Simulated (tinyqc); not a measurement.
# Level and width from two currents at zero temperature

Inverse problem. In a resonant-tunnelling diode at zero temperature a sharp resonance at Er = E0 - alpha V between the emitter band edge and Ef carries J = K (pi/2) G Tp (Ef - Er), K = q^3 mw m0/(2 pi^2 hbar^3) (times 1e-4 for A/cm^2 per eV^2), with G its full width and Tp its peak transmission, G Tp taken as constant, and no back flow. Find G Tp and E0.

Values chosen for this exercise; masses and offsets of a made-up heterostructure:
```
symbol,value,unit,meaning
mw,0.26,m0,"mass in the well, spacer and contacts"
Ef,0.17,eV,Fermi energy of both contacts above their band edges
alpha,0.5,,share of the bias at the well
```

Constants: q = 1.602176634e-19 C, hbar = 1.054571817e-34 J s, m0 = 9.1093837015e-31 kg. Results are converted to the units shown.

J at V = 0.085 and 0.34 V (kA/cm^2): 1817.2258  13699.087

Answer. J is linear in V: the slope gives G Tp, and the onset V0, where the line meets zero, gives E0 = Ef + alpha V0.

G Tp = 14.10 meV
E0 = 0.1930 eV

Computed by the program tinyqc: `OMP_NUM_THREADS=1 python tinyqc.py 2600125 2600126 out.jsonl`, one thread of a shared Intel Xeon 2.30GHz, about 0.6 s for the whole run.
